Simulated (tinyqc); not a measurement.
Charge pumping in an n-channel transistor: one step of the calculation.

The gate is pulsed from accumulation to inversion and back. Energies E are counted from the intrinsic level; Dit(E) = D0 [1 + b (2 E/Eg)^2]. During each edge the traps near the bands emit their carriers, and those between Eh and Ee recombine once a cycle.

Task. Pumped charge and current. Nit = integral of Dit from Eh to Ee = D0 [Ee - Eh + 4 b (Ee^3 - Eh^3)/(3 Eg^2)], Qcp = q A Nit, Icp = f Qcp.

Values chosen for this exercise; band and dielectric values close to those of silicon:
```
symbol,value,unit,meaning
Eg,1.11,eV,band gap
A,7,um^2,gate area
D0,8.4e10,cm^-2 eV^-1,trap density at midgap
b,9,,rise of the trap density towards the band edges
f,1.2e5,Hz,frequency
```

Constants: q = 1.602176634e-19 C. Results are converted to the units shown.

Ee = 0.27280862 eV
Eh = -0.27009659 eV

Give: Nit; mean Dit; traps pumped a cycle; Icp.

Result.

Nit = 7.834e10 cm^-2
mean Dit = 1.443e11 cm^-2 eV^-1
traps pumped a cycle = 5483
Icp = 105.4 pA

Range of the model: The Fermi levels of inversion and accumulation are taken to lie beyond Ee and Eh, the flat tops to fill all traps, and no geometric current is added.

Program tinyqc, `OMP_NUM_THREADS=1 python tinyqc.py 2030024 2030025 out.jsonl`; Intel Xeon 2.30GHz, shared host, one thread, about 0.01 s.
